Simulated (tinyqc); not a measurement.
# Hexagonal on-chip spiral inductor, lumped pi model: what changes with what

Outer diameter do = di + 2 n wd + 2 (n - 1) sp, mean da = (do + di)/2, fill p = (do - di)/(do + di), length l = 3.464 n da. L = 2.33 mu0 n^2 da/(1 + 3.82 p), mu0 = 4 pi 1e-7 H/m. Rs = rho l/(wd delta (1 - exp(-th/delta))), delta = sqrt(rho/(pi f mu0)). Cs = n wd^2 eps0 eo/hu across the coil. At each end Cox = l wd eps0 eo/(2 ho) leads to the substrate branch Rsi = 2 rs he/(l wd) in parallel with Csi = l wd eps0 11.7/(2 he). With one end grounded Y = 1/(Rs + i w L) + i w Cs + 1/[1/(i w Cox) + 1/(1/Rsi + i w Csi)], w = 2 pi f; Q = -Im Y/Re Y. Eddy currents in neighbouring turns and in the substrate are left out.

Parameters, values chosen for the exercise; values of the order met in silicon radio-frequency processes: number of turns n = 1.5; line width wd = 10 um; space between turns sp = 3 um; inner diameter di = 80 um; metal thickness th = 3.4 um; metal resistivity rho = 2.2 uohm cm; oxide below the coil ho = 5 um; oxide between coil and underpass hu = 1 um; relative permittivity of the oxide eo = 3; substrate resistivity rs = 20 ohm cm; effective spreading depth in the substrate he = 50 um; frequency f = 7 GHz.

Constants: eps0 = 8.8541878128e-12 F/m. Results are converted to the units shown.

Each table varies one quantity; the others keep the values above.

## Quality factor against frequency

Apparent inductance Im(1/Y)/w; share of the loss Re(substrate branch)/Re Y.

Results:

| f (GHz) | Rs (ohm) | w L/Rs | Q | apparent inductance (nH) | loss in the substrate (%) |
|---|---|---|---|---|---|
| 1.5 | 0.6907 | 5.248 | 5.241 | 0.3847 | 0.08339 |
| 2.5 | 0.8233 | 7.337 | 7.304 | 0.3849 | 0.3349 |
| 4.1 | 1.000 | 9.903 | 9.780 | 0.3854 | 0.9975 |
| 6.7 | 1.239 | 13.06 | 12.67 | 0.3867 | 2.440 |
| 11 | 1.563 | 17.00 | 15.85 | 0.3902 | 5.363 |
| 18 | 1.987 | 21.89 | 18.75 | 0.3997 | 10.88 |
| 29 | 2.518 | 27.83 | 20.02 | 0.4265 | 20.13 |
| 78 | 4.127 | 45.67 | 6.167 | 1.312 | 52.75 |

Estimate the missing row, f = 48 GHz.

Computed row:

| f (GHz) | Rs (ohm) | w L/Rs | Q | apparent inductance (nH) | loss in the substrate (%) |
|---|---|---|---|---|---|
| 48 | 3.238 | 35.82 | 16.98 | 0.5261 | 35.00 |

With this row back in the table: Q goes from 5.24 through a maximum of 20.0 (at f = 29 GHz among the rows listed) to 6.17; the exact peak is 20.0 at 28.3 GHz and Q reaches zero at the self-resonance, 92.3 GHz. The share of the substrate rises from 0.0834 to 52.8 %, and the apparent inductance ends at 3.41 times L. At the peak the substrate takes 19.5 % of the loss. For f = 78 the coil is longer than 0.15 of a wavelength in the oxide, where one lumped section is rough.

## Effect of the oxide below the coil

Same model as above.

Peak Q and its frequency from a search over f; self-resonance where Im Y = 0; Q at the given f (negative beyond resonance).

The same in every row: L (nH) = 0.3846; do (um) = 113.0.

Effect of the oxide below the coil:

| ho (um) | peak Q | f of the peak (GHz) | self-resonance (GHz) | Q at f |
|---|---|---|---|---|
| 1 | 17.74 | 23.21 | 86.47 | 12.67 |
| 2 | 18.37 | 24.58 | 88.11 | 12.75 |
| 3 | 18.96 | 25.87 | 89.62 | 12.83 |
| 5 | 20.03 | 28.26 | 92.31 | 12.94 |
| 7 | 20.97 | 30.39 | 94.65 | 13.03 |
| 10 | 22.17 | 33.18 | 97.64 | 13.11 |
| 15 | 23.74 | 36.93 | 101.6 | 13.19 |

Read the table: what changes, and by how much?

As ho goes from 1 to 15, L stays at 0.385 nH, the peak Q rises from 17.7 to 23.7, its frequency rises from 23.2 to 36.9 GHz and the self-resonance rises from 86.5 to 102 GHz.

Program tinyqc, `OMP_NUM_THREADS=1 python tinyqc.py 2302112 2302113 out.jsonl`; Intel Xeon 2.30GHz, shared host, one thread, about 0.01 s.
